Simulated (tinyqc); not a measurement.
Growth of the error with array size.

Square N x N arrays wired as follows: each row is driven at its left end through one segment rw, neighbouring nodes are joined by rw, each column ends in one more rw and a virtual ground. All cells have G = 83.0 uS and all rows V = 0.3 V, so the ideal current is N V G. The nodal equations are solved exactly.

Inputs (values chosen for the exercise): wire resistance between neighbouring cells rw = 200 ohm.

Growth of the error with array size:
```
N	ideal (uA)	first column (uA)	last column (uA)	error of the last column (%)	100 N^2 rw G
2	49.80	46.35	45.63	-8.383	6.640
4	99.60	83.95	77.03	-22.66	26.56
6	149.4	112.0	92.74	-37.92	59.76
8	199.2	131.6	97.15	-51.23	106.2
12	298.8	153.3	89.95	-69.90	239.0
16	398.4	162.0	77.05	-80.66	425.0
20	498.0	165.4	65.04	-86.94	664.0
```

What does the comparison show?

The error of the last column goes from -8.38 % at N = 2 to -86.9 % at N = 20, as N^(1.18) between N = 4 and 8 and N^(0.34) between the last two rows. The scale N^2 rw G (N segments carrying the current of up to N cells) is 2.07 times the error at N = 8. The last column carries 0.393 of the current of the first at N = 20.

Numbers from tinyqc (`OMP_NUM_THREADS=1 python tinyqc.py 2880119 2880120 out.jsonl`; about 0.03 s on one thread of a shared Intel Xeon 2.30GHz).
